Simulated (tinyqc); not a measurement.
Ways to converge the cycle: SCF convergence aids in the 3-21g basis, for H2, spin multiplicity 1. Computed by the program tinyqc with PySCF. 

Geometry (angstrom):
```
atom       x       y       z
H     0.0000  0.0000  0.0000
H     0.0000  0.0000  0.8510
```

lowest restricted solution found by these runs and by PySCF = -1.115052 hartree

RHF with one setting changed at a time; a run stops when the energy changes by less than 1e-09 hartree and the error matrix is below 1e-5. The start is the Wolfsberg-Helmholz matrix. Damping d keeps d of the old density; a shift (hartree) raises the virtual levels; DIIS n extrapolates F over n matrices.

Largest element of the error matrix X^T (FDS - SDF) X:
```
iteration    plain  damping 0.3  damping 0.6  shift 0.4   DIIS 3   DIIS 8
1          1.3e-01      1.3e-01      1.3e-01    1.3e-01  1.3e-01  1.3e-01
2          1.8e-02      5.0e-02      8.3e-02    4.0e-02  1.8e-02  1.8e-02
3          2.7e-03      2.0e-02      5.4e-02    1.3e-02  2.8e-05  2.8e-05
4          4.0e-04      8.2e-03      3.6e-02    4.2e-03  1.2e-05  1.2e-05
5          5.9e-05      3.3e-03      2.4e-02    1.4e-03  5.7e-09  7.5e-06
6          8.7e-06      1.3e-03      1.6e-02    4.4e-04        -        -
8                -      2.2e-04      6.7e-03    4.6e-05        -        -
10               -      3.5e-05      2.9e-03    4.8e-06        -        -
14               -      9.3e-07      5.5e-04          -        -        -
20               -            -      4.5e-05          -        -        -
30               -            -      7.0e-07          -        -        -
```

How each run ends:
```
run          iterations  E (hartree)         state
plain                 7    -1.115052  lowest found
damping 0.3          17    -1.115052  lowest found
damping 0.6          34    -1.115052  lowest found
shift 0.4            10    -1.115052  lowest found
DIIS 3                5    -1.115052  lowest found
DIIS 8                5    -1.115052  lowest found
```

6 of 6 runs reach the lowest restricted solution found, in 5 to 34 iterations (fastest: DIIS 3, DIIS 8). Plain steps already contract here, so damping only slows them. DIIS 3 and DIIS 8 gain by cancelling the error over several earlier matrices, much as a quasi-Newton step does.
